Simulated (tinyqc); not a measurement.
Ewald sum of point charges, caesium chloride lattice, step by step. Computed by tinyqc, a small Python program that keeps every step. Command: `OMP_NUM_THREADS=1 python tinyqc.py 25009 25010 out.jsonl` (the two numbers bound the seeds that draw the settings). One thread of a shared host (Intel(R) Xeon(R) Processor @ 2.60GHz), about 0.03 s of CPU time with the checks.

## Ewald sum with eta = 0.456 1/bohr

cell vectors (rows) (bohr):
```
,1,2,3
1,8.120000,0.000000,0.000000
2,0.000000,8.120000,0.000000
3,0.000000,0.000000,8.120000
```

Charges:
```
q,f1,f2,f3
1.000000,0.000000,0.000000,0.000000
-1.000000,0.500000,0.500000,0.500000
```

Real space: 1/2 sum q_i q_j erfc(eta r)/r over all images with r > 0; reciprocal space: (2 pi/V) sum_(G != 0) exp(-G^2/4 eta^2)/G^2 |S(G)|^2 with S(G) = sum q exp(i G.r); self term -eta/sqrt(pi) sum q^2; background -pi Q^2/(2 V eta^2), Q the total charge.

Real-space shells (first ones):
```
r (bohr),pairs,sum (hartree)
7.032126,16,-0.000007
8.120000,12,1.21e-07
11.483414,24,0
```

Reciprocal shells (first ones that count):
```
G^2 (1/bohr^2),vectors,sum (hartree)
0.598753,6,0.229001
1.796259,8,0.024120
2.993765,24,0.010289
5.388777,30,0.000401
6.586283,24,0.000062
7.783789,24,0.000012
10.178800,48,1.07e-06
11.376306,24,1.14e-07
12.573812,48,4.87e-08
14.968824,30,1.44e-09
16.166330,32,3.36e-10
17.363836,72,1.67e-10
```

## The total does not depend on eta

The same sums for other eta.

Totals (hartree per cell):
```
eta,real,reciprocal,self,background,total
0.456000,-0.000006,0.263887,-0.514541,0.000000,-0.25066028
0.639000,-2.37e-10,0.470374,-0.721034,0.000000,-0.25066028
0.825000,0,0.680253,-0.930913,0.000000,-0.25066028
```

shortest distance = 7.032126 bohr

Madelung constant -E d / (formula units |q+ q-|) = 1.762675
